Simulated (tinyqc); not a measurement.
From results back to parameters: band gaps under pressure and temperature from deformation potentials. Four cases, with inputs chosen for the exercise.

Problem. A gap moves by a ln(V/V0) with V/V0 = (1 + Bp P/B0)^(-1/Bp). B0 and the shifts at two pressures are given.

Find: ratio of the shifts; Bp; a.

Method. The ratio of the shifts, ln(1 + Bp P2/B0)/ln(1 + Bp P1/B0), falls steadily from P2/P1 as Bp grows and so fixes Bp; then a = -shift x Bp/ln(1 + Bp P/B0).

Case 1.

Values chosen (out of a larger set: near those of InAs, the X and L potentials typical of such crystals; not measured data): P12 = (3, 6) GPa (two pressures).

B0 = 58.4667 GPa

shifts at the two pressures (eV): 0.2865062  0.5290775

Solution.

ratio of the shifts = 1.8467
Bp = 3.86
a = -6.12 eV

Case 2.

Values chosen (out of a larger set: near those of GaAs, the X and L potentials typical of such crystals; not measured data): P12 = (3, 4) GPa (two pressures).

B0 = 78.0000 GPa

shifts at the two pressures (eV): 0.2950448  0.3846648

Solution.

ratio of the shifts = 1.3038
Bp = 4.02
a = -8.25 eV

Case 3.

Values chosen (out of a larger set: near those of InP, the X and L potentials typical of such crystals; not measured data): P12 = (1.5, 8) GPa (two pressures).

B0 = 71.8000 GPa

shifts at the two pressures (eV): 0.1311902  0.5991510

Solution.

ratio of the shifts = 4.5670
Bp = 4.18
a = -6.55 eV

Case 4.

Values chosen (out of a larger set: near those of AlAs, the X and L potentials typical of such crystals; not measured data): P12 = (2, 4) GPa (two pressures).

B0 = 76.3667 GPa

shifts at the two pressures (eV): 0.2009646  0.3840657

Solution.

ratio of the shifts = 1.9111
Bp = 3.91
a = -8.06 eV

Computed by tinyqc, one run a case: `OMP_NUM_THREADS=1 python tinyqc.py N N+1 out.jsonl` with N = 1081503, 1081515, 1081563, 1081572; one thread of a shared Intel(R) Xeon(R) Processor @ 2.30GHz, about 0.01 s a run at most.
